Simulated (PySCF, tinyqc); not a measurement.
Worked calculation: RHF in the sto-3g basis, for H4, spin multiplicity 1. The lowest restricted solution is unstable here: a spin-polarised one lies 0.1992 hartree lower (PySCF). One step of it, computed by the program tinyqc.

Question. Iteration 1: diagonalisation and new density. Diagonalise F' = X^T F X, C = X C', fill 2 alpha and 2 beta electrons from the bottom; D = 2 C_occ C_occ^T. Each column has its largest component positive (the first on a tie).

Fock matrix F (hartree), order 1H 1s, 2H 1s, 3H 1s, 4H 1s:
```
[[-0.135609, -0.286156, -0.126138, -0.079716],
 [-0.286156, -0.135609, -0.079716, -0.126138],
 [-0.126138, -0.079716, -0.135609, -0.286156],
 [-0.079716, -0.126138, -0.286156, -0.135609]]
```

X, order 1H 1s, 2H 1s, 3H 1s, 4H 1s:
```
[[0.620649, 0.527166, 0.509623, 0.409779],
 [-0.620649, -0.527166, 0.509623, 0.409779],
 [-0.620649, 0.527166, -0.509623, 0.409779],
 [0.620649, -0.527166, -0.509623, 0.409779]]
```

Give: F' = X^T F X; orbital energies; coefficients C; D after iteration 1.

Answer.

F' = X^T F X (hartree):
```
[[0.303, 0.000, 0.000, 0.000],
 [0.000, 0.116, 0.000, 0.000],
 [0.000, 0.000, -0.224, 0.000],
 [0.000, 0.000, 0.000, -0.422]]
```

orbital energies (hartree): [-0.422, -0.224, 0.116, 0.303]

coefficients C, order 1H 1s, 2H 1s, 3H 1s, 4H 1s:
```
[[0.410, 0.510, 0.527, 0.621],
 [0.410, 0.510, -0.527, -0.621],
 [0.410, -0.510, 0.527, -0.621],
 [0.410, -0.510, -0.527, 0.621]]
```

D after iteration 1, order 1H 1s, 2H 1s, 3H 1s, 4H 1s:
```
[[0.855, 0.855, -0.184, -0.184],
 [0.855, 0.855, -0.184, -0.184],
 [-0.184, -0.184, 0.855, 0.855],
 [-0.184, -0.184, 0.855, 0.855]]
```
